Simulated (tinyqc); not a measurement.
CMOS latch-up, two-transistor model: one step of the calculation.

A parasitic pnp (emitter at Vdd, base shunted by Rw) and npn (emitter at ground, base shunted by Rs) feed each other: the npn collector current flows out of the pnp base node, the pnp collector current into the npn base node. Forward-active transistors with constant gains: Icn = Isn exp(Vn/Vt), Icp = Isp (exp(Vp/Vt) - 1). A current Ii is injected into the npn base node.

Question. Holding current and voltage. On state with both base-emitter voltages at Von: npn base current Ib = (Von/Rs + bp Von/Rw)/(bn bp - 1), holding current Ih = (bn + 1) Ib + Von/Rs, holding voltage Vh = Vsat + Von + R2 (Ib + Von/Rs).

Inputs (values chosen for the exercise); values close to those of bulk CMOS: current gain of the npn bn = 22.3; current gain of the pnp bp = 2.2; substrate resistance shunting the npn Rs = 1100 ohm; well resistance shunting the pnp Rw = 210 ohm; resistance from the pnp collector to the npn base R2 = 540 ohm; base-emitter voltage in the on state Von = 0.55 V; saturation voltage Vsat = 0.19 V; supply voltage Vdd = 2.5 V.

Wanted: bn bp; Ib; Ih; Vh.

Answer.

bn bp = 49.060
Ib = 0.13029 mA
Ih = 3.5358 mA
Vh = 1.0804 V

Vh is below Vdd = 2.5 V, so the supply can sustain a latched state.

Computed by the program tinyqc: `OMP_NUM_THREADS=1 python tinyqc.py 2670015 2670016 out.jsonl`, one thread of a shared Intel Xeon 2.30GHz, about 0.04 s for the whole run.
